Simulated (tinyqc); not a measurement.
Doping and flat-band voltage from the body effect.

Question. VT = Vfb + 2 phiF + gamma sqrt(2 phiF + Vsb), phiF = Vt ln(Na/ni), gamma = sqrt(2 q eps0 eps_r Na)/Cox, Cox = eps0 eox/tox. Find Na, gamma and Vfb from two thresholds.

Parameters, values chosen for the exercise; material values close to those of silicon: temperature T = 300 K; relative permittivity of the semiconductor eps_r = 11.8; relative permittivity of the gate insulator eox = 24.2; insulator thickness tox = 38 nm.

Constants: q = 1.602176634e-19 C, kB = 1.380649e-23 J/K, Vt = kB T/q, eps0 = 8.8541878128e-14 F/cm where lengths are in cm. Results are converted to the units shown.

VT at Vsb = 0 and 2.4 V (V): [0.40312340, 0.71818532]
ni = 1.2958263e10 cm^-3

Answer. The difference of the thresholds, gamma [sqrt(2 phiF + Vsb) - sqrt(2 phiF)], holds no Vfb and rises with Na, so it has one root; Vfb then follows from the first threshold.

Na = 1.200e17 cm^-3
gamma = 0.3555 V^0.5
Vfb = -0.7500 V

Computed by the program tinyqc: `OMP_NUM_THREADS=1 python tinyqc.py 2360004 2360005 out.jsonl`, one thread of a shared Intel Xeon 2.30GHz, about 0.03 s for the whole run.
